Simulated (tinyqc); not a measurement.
Equilibrium crystal shape, supported particles, Gibbs-Thomson effect and coarsening: one step, computed by the program tinyqc. Command: `OMP_NUM_THREADS=1 python tinyqc.py 3013417 3013418 out.jsonl wulff walk`. One thread of a shared host (Intel(R) Xeon(R) Processor @ 2.30GHz), about 0.05 s of CPU time with the checks.

A cubic crystal bounded by {100}, {110} and {111} facets only.

Task: The Wulff shape. Wulff construction: the facet planes lie at distances lambda gamma from the centre, and the shape is the region inside all of them; V = (1/3) sum of area x distance. gamma_mean = sum A gamma / sum A; shape factor eta = A/V^(2/3) (4.836 for a sphere). lambda follows from V = N Omega.

Inputs (values chosen for the exercise, for a model cubic crystal): atoms in the particle N = 53000.

gamma (J/m^2): (100) 1.07, (110) 1.11, (111) 0.91

Omega = 16.61 angstrom^3

Constants: e = 1.602176634e-19 C.

Give: area fractions; gamma_mean; shape factor eta; distances of the planes from the centre; surface energy per atom.

Result:

area fractions: {100} 0.2058, {110} 0.0083, {111} 0.7859

gamma_mean = 0.9446 J/m^2

shape factor eta = 5.321

distances of the planes from the centre (nm): {100} 6.121, {110} 6.350, {111} 5.206

surface energy per atom = 0.05437 eV

Present: {100}, {110}, {111}.
